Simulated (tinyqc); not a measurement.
Comparisons within one model: strained quantum well: band edges, subbands and transparency. A value that a table varies takes the place of the one given here.

Growth on (001), barriers unstrained: tr(e) = e (2 - nu2), Z = b e (1 + nu2); Ec = Ev + Eg + ac tr(e), E_HH = Ev + av tr(e) + Z, E_LH = Ev + av tr(e) - Z (coupling to the split-off band left out).

Masses along z: me, 1/(g1 - 2 g2) for HH, 1/(g1 + 2 g2) for LH, likewise in the barrier; in the plane me, 1/(g1 + g2) for HH and 1/(g1 - g2) for LH (no mixing, which understates the hole masses away from k = 0). Level n solves k L + 2 atan[(k/m)/(kappa/mb)] = n pi, k = sqrt(m E/c), kappa = sqrt(mb (V - E)/c), c = hbar^2/2m0.

Transparency (Bernard-Duraffourg): Fc - Fv equals the lowest transition energy with n = p, n = sum m/(2 pi c) kB T ln(1 + exp((Fc - E)/kB T)) and p likewise over the listed subbands; c = hbar^2/2m0, 1/angstrom^2 = 1e16/cm^2.

Constants: hbar^2/2m0 = 3.80998211 eV angstrom^2; kB = 8.617333262e-05 eV/K; hc = 1239.841984 eV nm.

Inputs chosen for the exercise (near those of an InGaAs/InP well; the results hold for these values, not for the real material):

| symbol | value | unit | meaning |
|---|---|---|---|
| nu2 | 1.007 |  | 2 C12/C11 |
| Eg | 0.661 | eV | unstrained gap of the well |
| Ev | -0.584 | eV | its valence edge |
| ac | -5.94 | eV |  |
| av | 1.07 | eV | Ev moves by av tr(e) |
| b | -1.88 | eV | shear potential |
| Egb | 1.347 | eV | gap of the barrier |
| Evb | -0.94 | eV | its valence edge |
| L | 82 | angstrom | well width |
| me | 0.0406 | m0 | electron mass |
| g1 | 14.66 |  | gamma1 |
| g2 | 5.86 |  | gamma2 |
| meb | 0.08 | m0 |  |
| g1b | 5.08 |  |  |
| g2b | 1.6 |  |  |
| T | 350 | K | temperature |
| es | (-0.02, -0.014, -0.008, -0.003, 0, 0.003, 0.007, 0.012) |  | strains |
| e | -0.0037 |  | strain in the plane |
| Ls | (30, 40, 55, 70, 90, 120) | angstrom | widths |

## Strain as a design knob

Only the strain is changed; the unstrained gap and the masses are kept.

Results:

| e (%) | wavelength (nm) | top hole | hh1 - lh1 (meV) | n_tr (1e12/cm^2) | share in top |
|---|---|---|---|---|---|
| -2.0 | 1580 | hh1 | 185 | 0.461 | 0.71 |
| -1.4 | 1614 | hh1 | 142 | 0.463 | 0.69 |
| -0.8 | 1649 | hh1 | 98 | 0.476 | 0.65 |
| -0.3 | 1681 | hh1 | 62 | 0.509 | 0.56 |
| 0.0 | 1700 | hh1 | 40 | 0.549 | 0.47 |
| 0.3 | 1720 | hh1 | 18 | 0.614 | 0.36 |
| 0.7 | 1775 | lh1 | -11 | 0.663 | 0.70 |
| 1.2 | 1915 | lh1 | -47 | 0.604 | 0.87 |

n_tr is largest at e = +0.7 % (0.66), where hh1 - lh1 = -11 meV and the top subband holds 70 % of the holes, and smallest, 0.46, at -2.0 and -1.4 %. The top hole level turns from hh to lh, and the light from TE to TM, between +0.3 and +0.7 %. The wavelength runs from 1580 to 1915 nm.

## Width of the well

All levels anew.

Results:

| L (angstrom) | wavelength (nm) | top hole | hh1 - lh1 (meV) | n_tr (1e12/cm^2) | share in top | n_tr/L (1e18/cm^3) |
|---|---|---|---|---|---|---|
| 30 | 1398 | hh1 | 116 | 0.401 | 0.93 | 1.34 |
| 40 | 1488 | hh1 | 103 | 0.412 | 0.88 | 1.03 |
| 55 | 1581 | hh1 | 86 | 0.441 | 0.77 | 0.80 |
| 70 | 1641 | hh1 | 74 | 0.474 | 0.65 | 0.68 |
| 90 | 1694 | hh1 | 63 | 0.520 | 0.54 | 0.58 |
| 120 | 1742 | hh1 | 53 | 0.595 | 0.42 | 0.50 |

The wavelength tunes by 344 nm. The sheet density at transparency changes from 0.40 to 0.59, the top hole subband holding 0.93 and 0.42 of the holes at the ends, while the volume density falls by a factor 2.7. Critical thickness and carrier escape are left out.

## What each parameter does

Edge wavelength, hh1 - lh1 and n_tr. Each row changes one parameter from the base and keeps the others.

Results:

| case | wavelength (nm) | hh1 - lh1 (meV) | n_tr (1e12/cm^2) |
|---|---|---|---|
| base | 1676.0 | 67.0 | 0.502 |
| L = 92 angstrom | 1698.6 | 62.3 | 0.525 |
| e = -0.0057 | 1663.4 | 81.5 | 0.487 |
| Eg = 0.641 eV | 1719.6 | 67.0 | 0.501 |
| b = -2.16 eV | 1680.7 | 71.1 | 0.497 |
| ac = -5.35 eV | 1680.6 | 67.0 | 0.502 |
| me = 0.0447 m0 | 1680.2 | 67.0 | 0.531 |
| g1 = 15.54 | 1670.7 | 65.2 | 0.480 |
| T = 390 K | 1676.0 | 67.0 | 0.580 |

The largest shifts from the base row, up to three for each result and ties (the steps differ in size, so this ranks the rows, not the parameters). wavelength (nm): Eg +43.6, L +22.6, e -12.7; unchanged at the printed digits by T. hh1 - lh1 (meV): e +14.5, L -4.7, b +4.0; unchanged at the printed digits by Eg, ac, me and T. n_tr (1e12/cm^2): T +0.078, me +0.029, L +0.023; unchanged at the printed digits by ac.

(tinyqc, `OMP_NUM_THREADS=1 python tinyqc.py 1280533 1280534 out.jsonl`, Intel(R) Xeon(R) Processor @ 2.30GHz, 1 thread, shared host, about 0.01 s.)
